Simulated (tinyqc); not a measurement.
The basis set: RHF and MP2 along a ladder of basis sets, for H3+, spin multiplicity 1. Computed by the program tinyqc with PySCF. Command: `OMP_NUM_THREADS=1 python tinyqc.py 115666 115667 out.jsonl`; one thread of a shared host (Intel(R) Xeon(R) Processor @ 2.60GHz), about 0.7 s.

Geometry (angstrom):
```
atom,x,y,z
H,0.0000,0.0000,0.0000
H,0.0000,0.0000,0.8270
H,0.0000,0.0000,-0.8270
```

Same geometry throughout; the dipole is taken about the origin.

RHF and frozen-core MP2 in a ladder of bases:
```
basis,functions,E(RHF) (hartree),E(MP2 corr) (hartree),HOMO (eV),LUMO (eV),dipole (debye)
sto-3g,3,-1.204871,-0.019041,-29.8265,-8.7304,0.0000
3-21g,6,-1.216831,-0.023605,-29.6394,-9.5179,0.0000
6-31g,6,-1.219697,-0.023859,-29.6750,-9.5716,0.0000
6-31g**,15,-1.223546,-0.033869,-29.6687,-9.5783,0.0000
cc-pvdz,15,-1.222234,-0.033671,-29.6150,-9.5623,0.0000
aug-cc-pvdz,27,-1.222394,-0.034357,-29.6157,-9.5735,0.0000
cc-pvtz,42,-1.226809,-0.038341,-29.6543,-9.5798,0.0000
```

From cc-pVDZ to cc-pVTZ the RHF energy falls by 4.6 mhartree and the correlation energy by 4.7. If valence correlation converges as X^-3, (27 E(T) - 8 E(D))/19 gives -0.0403 hartree, a rough estimate from such small X that usually falls short; STO-3G holds about 47 % of it. Beyond STO-3G the LUMO moves by 0.1 eV and the HOMO by 0.1 eV.
